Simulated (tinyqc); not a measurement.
Frenkel-Kontorova chain: a misfit dislocation (kink) in a monolayer on a periodic substrate: one step, computed by the program tinyqc. Command: `OMP_NUM_THREADS=1 python tinyqc.py 3031442 3031443 out.jsonl fkchain walk`. One thread of a shared host (Intel(R) Xeon(R) Processor @ 2.30GHz), about 0.04 s of CPU time with the checks.

E = sum_j [(k/2)(x_(j+1) - x_j - b)^2 + (W/2)(1 - cos(2 pi x_j/a))], x_j = a (j + u_j). A kink takes u from 0 to 1: the chain is stretched by one period and has one atom fewer than wells.

Problem. Start between two atoms. Discrete chain at f = 0, ends held at u = 0 and 1: E = (k a^2/2) sum (u_(j+1) - u_j)^2 + (W/2) sum (1 - cos 2 pi u_j), gradient g_j = k a^2 (2 u_j - u_(j-1) - u_(j+1)) + pi W sin(2 pi u_j), Hessian 2 k a^2 + 2 pi^2 W cos(2 pi u_j) on the diagonal and -k a^2 beside it. Free atoms j = -n..n-1 start from the continuum shape centred half-way, at j + 1/2.

Inputs (values chosen for the exercise, for a model overlayer):

| quantity | value | unit |
|---|---|---|
| spring constant k | 8.74 | eV/angstrom^2 |
| substrate period a | 3.09 | angstrom |
| corrugation W | 2.99 | eV |
| atoms on each side n | 9 | - |

kink width l0 = 3.735628

Give: u at the start; E at the start; gradient.

Solution.

u at the start: 0.0005  0.0012  0.0027  0.0062  0.0145  0.0335  0.0774  0.1757  0.3699  0.6301  0.8243  0.9226  0.9665  0.9855  0.9938  0.9973  0.9988  0.9995

E at the start = 14.08 eV

gradient (eV): 0.016  -0.004  -0.010  -0.022  -0.051  -0.109  -0.155  0.386  1.350  -1.350  -0.386  0.155  0.109  0.051  0.022  0.010  0.004  -0.016

Caution: a corrugation above 1 eV is larger than real overlayers usually show; it is chosen to keep the kink narrow.
